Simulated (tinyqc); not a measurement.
Comparisons within one model: finite square well with mass mismatch (envelope functions). A value that a table varies takes the place of the one given here.

A square well of width L and depth V0, mass mw inside and mb outside, energies from the bottom of the well, c = hbar^2/2m0. k = sqrt(mw E/c), kappa = sqrt(mb (V0 - E)/c). psi and psi'/m are continuous at the walls (BenDaniel-Duke), so level n solves k L + 2 atan[(k/mw)/(kappa/mb)] = n pi.

Non-parabolic bands: mw is replaced by mw (1 + alpha_w E) and mb by mb (1 - alpha_b (V0 - E)), in k, kappa and the matching condition alike.

Constants: hbar^2/2m0 = 3.80998211 eV angstrom^2.

Parameters, chosen for this exercise (near those of the light valleys of a Si film in SiO2; the results hold for these values, not for the real material): V0 = 2.985 eV (barrier height); mw = 0.19 m0 (mass in the well); mb = 0.482 m0 (mass in the barrier); Ls = (8, 12, 18, 27, 40, 61, 91) angstrom (widths); L = 23 angstrom (well width); alpha_w = 0.48 1/eV (non-parabolicity in the well); alpha_b = 0.17 1/eV (non-parabolicity in the barrier).

## Width of the well

Levels against L, beside the infinite well E1(hard) = c (pi/L)^2/mw; Pb is the probability of level 1 in the barriers; a dash marks an unbound level.

Levels:

| L (angstrom) | bound levels | E1 (eV) | E2 (eV) | E1(hard) (eV) | Pb |
|---|---|---|---|---|---|
| 8 | 1 | 0.8053 | - | 3.0924 | 0.124 |
| 12 | 2 | 0.5020 | 2.1218 | 1.3744 | 0.063 |
| 18 | 3 | 0.2927 | 1.2181 | 0.6108 | 0.029 |
| 27 | 4 | 0.1605 | 0.6552 | 0.2715 | 0.012 |
| 40 | 5 | 0.0853 | 0.3441 | 0.1237 | 0.005 |
| 61 | 8 | 0.0413 | 0.1658 | 0.0532 | 0.002 |
| 91 | 12 | 0.0201 | 0.0805 | 0.0239 | 0.001 |

The infinite well overestimates E1 by a factor 3.84 at 8 angstrom and 1.19 at 91 angstrom. The local exponent d ln E1/d ln L goes from -1.17 (first two rows) to -1.80 (last two), towards the -2 of hard walls, as Pb falls from 0.124 to 0.001. E2 - E1 is largest at 12 angstrom of the widths listed. Non-parabolicity, which grows with the level, already counts at a few tenths of an eV, and levels above about 0.5 eV lie beyond a parabolic band.

## Levels of description

The same well five ways. mb = mw: the barrier takes the mass of the well. psi' continuous: kappa holds mb but the condition drops the masses, k L + 2 atan(k/kappa) = n pi. The last column is measured against BenDaniel-Duke.

Levels (eV):

| model | E1 | E2 | E3 | E1 - E1(BDD) (meV) |
|---|---|---|---|---|
| infinite walls | 0.3741 | 1.4965 | 3.3671 | 169.2 |
| mb = mw | 0.2478 | 0.9735 | 2.0967 | 42.9 |
| BenDaniel-Duke | 0.2050 | 0.8423 | 1.9370 | 0.0 |
| psi' continuous | 0.2845 | 1.1006 | 2.2714 | 79.5 |
| non-parabolic | 0.2207 | 0.7464 | 1.4014 | 15.7 |

Hard walls put E1 169.2 meV too high. Ignoring the mass step moves it by +42.9 meV and the wrong matching by +79.5 meV: with mb/mw = 2.54, continuity of psi'/m lets the slope outside be 2.54 times the slope inside, which acts like a softer wall. Non-parabolicity shifts E1 by +15.7 meV, the balance of a heavier mass in the well, which lowers it, and a lighter mass deep in the barrier, which hardens the wall. Among the finite wells the largest departure in E1 is that of the model 'psi' continuous'.

## What each parameter does

Parabolic bands. Pb is the probability of level 1 in the barriers, (A^2/kappa)/(A^2/kappa + L/2 + sin(kL)/(2k)) with A = cos(kL/2). Each row changes one parameter from the base and keeps the others.

Results:

| case | E1 (eV) | bound levels | Pb | V0 - E1 (eV) |
|---|---|---|---|---|
| base | 0.2050 | 3 | 0.0173 | 2.7800 |
| L = 25 angstrom | 0.1807 | 4 | 0.0144 | 2.8043 |
| V0 = 2.537 eV | 0.1965 | 3 | 0.0206 | 2.3405 |
| mw = 0.171 m0 | 0.2160 | 3 | 0.0194 | 2.7690 |
| mb = 0.3856 m0 | 0.2156 | 3 | 0.0171 | 2.7694 |

The largest shifts from the base row, up to three for each result and ties (the steps differ in size, so this ranks the rows, not the parameters). E1 (eV): L -0.0243, mw +0.0111, mb +0.0107. bound levels: L +1; unchanged at the printed digits by V0, mw and mb. Pb: V0 +0.0033, L -0.0029, mw +0.0021. V0 - E1 (eV): V0 -0.4396, L +0.0243, mw -0.0111.

Run: tinyqc, `OMP_NUM_THREADS=1 python tinyqc.py 1251651 1251652 out.jsonl`; Intel(R) Xeon(R) Processor @ 2.30GHz, one thread, shared host; about 0.01 s of CPU time with all checks.
